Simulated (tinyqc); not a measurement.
Inside a calculation. Model: decay of LO phonons and the hot-phonon bottleneck in the cooling of electrons. Computed by tinyqc, a small Python program that keeps every step. Command: `OMP_NUM_THREADS=1 python tinyqc.py 3010830 3010831 out.jsonl hotphonon walk`. One thread of a shared host (Intel(R) Xeon(R) Processor @ 2.30GHz), about 0.01 s of CPU time with the checks. Intermediate numbers are printed to about 5 digits and carried at full precision; extremes and crossings named in words are read from the listed rows.

n(E, T) = 1/(exp(E/(k_B T)) - 1) is the Bose occupation. Electrons have a temperature T_e; the LO modes within their reach share one occupation N; the decay products stay at the lattice temperature.

Inputs (values chosen for the exercise, modelled on silicon carbide): LO energy hbar omega = 119 meV; lifetime at T = 0, tau_0 = 4.3 ps; lattice temperature T = 300 K; electron mass m* = 0.358 m_0; eps_inf = 6.41; static dielectric constant eps_s = 9.69; electron density n = 4.3e+18 1/cm^3; density of LO modes that the electrons reach, N_m = 5.3e+18 1/cm^3; power supplied per electron P = 0.9 nW; step factor = 0.8.

Decay channel: two equal phonons (Klemens).

Constants: k_B = 8.617333262e-05 eV/K; c = 299792458 m/s; e^2/(4 pi eps_0) = 14.39964548 eV angstrom; hbar^2/(2 m_0) = 3.80998212 eV angstrom^2; hbar = 6.582119569e-16 eV s; e = 1.602176634e-19 C; k_B = 1.380649e-23 J/K.

## Lifetime and Raman width

Decay rate 1/tau = (1/tau_0) [1 + 2 n(hbar omega/2)]. Full width Gamma = 1/(2 pi c tau) in 1/cm, c in cm/s.

thermal factor tau_0/tau = 1.2225

phonon lifetime tau = 3.5175 ps

Raman width Gamma = 1.5093 1/cm

equilibrium LO occupation N_0 = 0.010122

Stimulated decay shortens the lifetime by 18 %.

## Spontaneous emission time

Froehlich coupling alpha = (e^2/(4 pi eps_0)) (1/eps_inf - 1/eps_s) k_0/(2 hbar omega), k_0 = sqrt(m* hbar omega/(hbar^2/(2 m_0))); emission time tau_sp = hbar/(2 alpha hbar omega); bottleneck ratio r = (n/N_m) tau/tau_sp.

alpha = 0.33785

emission time tau_sp = 8.1859 fs

bottleneck ratio r = 348.62

r compares the rate at which electrons exchange quanta with a mode to its decay rate. Exchange outruns decay, so a hot population builds up if the power is high enough.

## Electron and phonon temperatures in closed form

Net emission per electron: [(N + 1) x - N]/tau_sp with x = exp(-hbar omega/(k_B T_e)), a simple two-level balance; steady state of the modes: n [(N + 1) x - N]/tau_sp = N_m (N - N_0)/tau; power per electron P = hbar omega [(N + 1) x - N]/tau_sp. With p = P tau_sp/(hbar omega): N = N_0 + r p and x = (p + N)/(N + 1); without hot phonons N = N_0. The mode temperature T_LO solves n(hbar omega, T_LO) = N.

reduced power p = 3.8641e-04

LO occupation N = 0.14483

electron temperature T_e = 668.81 K

T_e without hot phonons = 302.46 K

mode temperature T_LO = 667.95 K

Hot phonons raise T_e by 366 K. T_LO lies close to T_e: electrons and LO modes form one hot system, cooled only by the decay.

## The same balance by iteration

Eliminating N gives P(T_e) = (hbar omega/tau_sp) [(N_0 + 1) x - N_0]/[1 + r (1 - x)]. Newton steps on ln P against ln T_e, times the step factor, each limited to 0.7 in ln T_e and to keeping a fifth of T_e - T; start at 1.5 T; stop when |ln(P/P(T_e))| < 1e-9 or after 40 steps.

Iterations:
```
step  T_e (K)  P(T_e) (nW)  ln(P/P(T_e))
0      450.00      0.25726    1.2523e+00
1      575.90      0.59858    4.0784e-01
2      643.63      0.81502    9.9186e-02
3      663.35      0.88137    2.0913e-02
4      667.70      0.89620    4.2309e-03
5      668.59      0.89924    8.4815e-04
6      668.77      0.89985    1.6971e-04
7      668.80      0.89997    3.3945e-05
8      668.81      0.89999    6.7891e-06
9      668.81      0.90000    1.3578e-06
10     668.81      0.90000    2.7157e-07
11     668.81      0.90000    5.4313e-08
12     668.81      0.90000    1.0863e-08
13     668.81      0.90000    2.1725e-09
14     668.81      0.90000    4.3451e-10
```

converged (1 yes, 0 no) = 1

T_e from the iteration = 668.81 K

Converged at step 14.

## Energy relaxation with and without hot phonons

P(T_e) = (hbar omega/tau_sp) [(N_0 + 1) x - N_0]/[1 + r (1 - x)], and r = 0 without hot phonons; energy relaxation time tau_E = (3/2) k_B (T_e - T)/P.

Cooling:
```
T_e (K)  P, cold phonons (nW)  P, hot phonons (nW)   ratio  tau_E (ps)         N
330                    12.250             0.035579  344.31      17.462  0.015447
380                    38.557              0.11327  340.41      14.627  0.027076
450                    85.776              0.25726  333.42      12.075  0.048629
600                    211.93              0.67340  314.72      9.2262   0.11092
800                    395.12               1.3739  287.58      7.5366   0.21577
1100                   646.85               2.5845  250.28      6.4103   0.39698
1600                   968.92               4.7836  202.55      5.6281   0.72613
2300                   1267.1               8.0007  158.37      5.1770    1.2077
```

Reabsorption cuts the loss by a factor 344 at the lowest T_e and 158 at the highest; the factor is 1 + r (1 - x) with r = 349. tau_E runs from 17 to 5.2 ps, with its shortest value, 5.2 ps, at T_e = 2300 K, against tau_sp = 8.2 fs and a phonon lifetime of 3.5 ps. For r (1 - x) much above 1 the loss tends to hbar omega (N_m/n)(n(hbar omega, T_e) - N_0)/tau, in which tau_sp no longer appears. Pauli blocking is left out, as are upper valleys and non-parabolic bands, which can matter above about 1000 K.

Checks made by the program: iteration against the closed form (relative difference 2e-10).
